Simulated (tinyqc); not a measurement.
Anisotropic elasticity and sound waves of a cubic crystal: one step, computed by the program tinyqc. Command: `OMP_NUM_THREADS=1 python tinyqc.py 3003610 3003611 out.jsonl cubicelastic walk`. One thread of a shared host (Intel(R) Xeon(R) Processor @ 2.30GHz), about 0.01 s of CPU time with the checks.

Voigt order 1..6 = xx, yy, zz, yz, xz, xy, with engineering shear strains. The rotated frame has x' as named, z' along the wafer normal and y' = z' x x'.

Task: Thermal stress in a film with this orientation. On cooling, a thick substrate imposes eps_1 = eps_2 = (alpha_film - alpha_substrate) Delta T and eps_6 = 0; the free surface sets sigma_3 = sigma_4 = sigma_5 = 0, which fixes eps_3, eps_4, eps_5. Biaxial modulus M = (sigma_1 + sigma_2)/(2 eps); energy density M eps^2. Elastic response and constant coefficients are assumed.

Inputs (values chosen for the exercise, for a model crystal): expansion coefficient of the film = 19 ppm/K; expansion coefficient of the substrate = 2.6 ppm/K; cooling Delta T = 500 K.

Frame: (113) wafer, x' along [1-10].

C' (GPa), lower triangle (symmetric):
```
          1         2         3         4         5         6
1  471.4000
2  272.4909  439.2413
3  195.1091  227.2678  516.6231
4   46.9005   21.3184  -68.2189  142.6678
5    0.0000    0.0000    0.0000    0.0000  110.5091
6    0.0000    0.0000    0.0000    0.0000   46.9005  187.8909
```

Give: in-plane strain; elastic strain along the normal; stress along x'; stress along y'; biaxial modulus M; energy density.

Result:

in-plane strain = 8.2 per mille

elastic strain along the normal = -7.709 per mille

stress along x' = 4239 MPa

stress along y' = 3922 MPa

biaxial modulus M = 497.6 GPa

energy density = 33.46 MJ/m^3

The film ends in tension. Caution: the thermal stress of this film exceeds 200 MPa, which can relax by slip, cracking or buckling in a real film.
